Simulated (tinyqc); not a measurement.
Inside a calculation: defect-molecule model of a vacancy with Jahn-Teller distortion. Values are carried at full precision from step to step, so a last printed digit may differ when a step is redone from the rounded ones.

Four dangling hybrids a, b, c, d point into the vacancy: H_ii = E0, and -gm between any two. A tetragonal distortion Q pairs a with b and c with d: those two couplings become -gm - I Q and the other four -gm + I Q/2, at an elastic cost k Q^2/2. The a1 level holds two electrons; charge states 2+, + and 0 put n = 0, 1, 2 more into the lowest level of t2 origin. Energy from the 2+ state at Q = 0, with the Fermi level mu counted from Ev: W_n(Q) = n (et - 2 I Q) + k Q^2/2 + Uc n (n - 1)/2 - n mu. et = E0 + gm is the undistorted t2 level.

Inputs chosen for the exercise (of the size used for the vacancy in silicon; the results hold for these values, not for the real material): E0 = -0.08 eV (level of a dangling hybrid, from Ev); gm = 0.3 eV (coupling between two dangling hybrids); I = 1.18 eV/angstrom (Jahn-Teller coupling); k = 15.6 eV/angstrom^2 (force constant of the mode); Uc = 0.43 eV (repulsion of two electrons in one orbital); Q = 0.29 angstrom (a trial distortion).

## The molecule at a trial distortion

Fill in H at Q.

H (eV):
```
         a        b        c        d
a  -0.0800  -0.6422  -0.1289  -0.1289
b  -0.6422  -0.0800  -0.1289  -0.1289
c  -0.1289  -0.1289  -0.0800  -0.6422
d  -0.1289  -0.1289  -0.6422  -0.0800
```

## One-electron levels

Diagonalise. By symmetry: a + b + c + d at E0 - 3 gm, a + b - c - d at E0 + gm - 2 I Q, and the pair a - b, c - d at E0 + gm + I Q.

levels (eV): -0.9800  -0.4644  0.5622  0.5622

The t2 triplet has split by 3 I Q = 1.0266 eV, and its centre has stayed.

## Relaxed charge states

Minimise W_n over Q: Q_n = 2 n I/k, gain n^2 E_JT with E_JT = 2 I^2/k. W_n at mu = 0 is n et - n^2 E_JT + Uc n (n - 1)/2.

E_JT = 0.1785 eV

States:

| n | charge | Q_n (angstrom) | gain (eV) | W_n (eV) |
|---|---|---|---|---|
| 0 | 2+ | 0.0000 | 0.0000 | 0.0000 |
| 1 | + | 0.1513 | 0.1785 | 0.0415 |
| 2 | 0 | 0.3026 | 0.7141 | 0.1559 |

## Transition levels and the effective U

From the energies W_n of the relaxed states with n = 0, 1, 2 electrons: E(2+/+) = W1 - W0, E(+/0) = W2 - W1, U_eff = E(+/0) - E(2+/+), E(2+/0) = (W2 - W0)/2.

levels above Ev (eV): (2+/+) 0.0415, (+/0) 0.1145, (2+/0) 0.0780

U_eff = 0.0730 eV

U_eff > 0: the + state is the lowest for mu between 0.0415 and 0.1145 eV. The vacancy in silicon is known as a negative-U centre; these values fall on the other side of the balance.

## Vertical against thermal levels

At fixed Q the level for adding the first electron is et - 2 I Q. Capture into 2+ at Q0 = 0 costs et; removal from + at Q1 = 2 I/k takes place at et - 2 E_JT, E_JT = 2 I^2/k; the thermal level lies between, and the Franck-Condon shift is E_JT on each side. et = E0 + gm.

levels (eV): vertical at Q0 0.2200, thermal 0.0415, vertical at Q1 -0.1370

Stokes shift = 0.3570 eV

## Checks

- W2 from the formula against a numerical minimum over Q with the level from H(Q): both 0.15595.

Computed by tinyqc, a small Python program: `OMP_NUM_THREADS=1 python tinyqc.py 1482432 1482433 out.jsonl` (the numbers bound the seed that draws the inputs); one thread of a shared host (Intel(R) Xeon(R) Processor @ 2.30GHz), about 0.01 s for the whole set of steps.
